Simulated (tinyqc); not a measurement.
# Changing the length N of the open chain

Model: classical Heisenberg spin chain: exact results, Metropolis, heat-bath and over-relaxation steps, and a Monte Carlo run. Computed by tinyqc, a small Python program. Command: `OMP_NUM_THREADS=1 python tinyqc.py 3130099 3130100 out.jsonl heismc sweep`. One thread of a shared host (Intel(R) Xeon(R) Processor @ 2.30GHz), about 0.01 s of CPU time with the checks.

E = -J sum_i s_i . s_(i+1) for unit vectors s_i on an open chain; K = J/(k_B T).

Inputs (values chosen for the exercise, for a model chain of large moments): coupling J = 20 meV; temperature T = 215 K; moment mu = 3 mu_B.

Constants: k_B = 8.617333262e-05 eV/K; mu_B = 5.7883818060e-05 eV/T.

Method. Each bond angle is independent, so u = <s_i . s_(i+1)> = coth K - 1/K, <s_i . s_(i+n)> = u^n, correlation length xi = -1/ln|u|, energy per bond -J u, heat capacity per bond c/k_B = 1 - K^2/sinh^2 K, and for the long chain chi = mu^2 (1 + u)/(3 k_B T (1 - u)) per spin. For N spins, <|sum s|^2>/N = (1 + u)/(1 - u) - 2 u (1 - u^N)/(N (1 - u)^2); the long chain has (1 + u)/(1 - u), chi over the Curie value, and the difference is relative to it.

One run for each value:

| length N of the open chain | <\|sum s\|^2>/N | difference from the long chain (%) |
|---|---|---|
| 2 | 1.335 | -33.47 |
| 3 | 1.521 | -24.18 |
| 5 | 1.705 | -15.01 |
| 8 | 1.817 | -9.42 |
| 12 | 1.880 | -6.28 |
| 20 | 1.930 | -3.77 |
| 40 | 1.968 | -1.88 |
| 80 | 1.987 | -0.94 |
| 200 | 1.998 | -0.38 |

Over the rows, <|sum s|^2>/N rises from 1.33 to 2.00 (exponent d ln y / d ln x 0.32 between the first rows and 0.0062 between the last); difference from the long chain (%) rises from -33.5 to -0.377 (exponent d ln y / d ln x -0.80 between the first rows and -1.00 between the last).
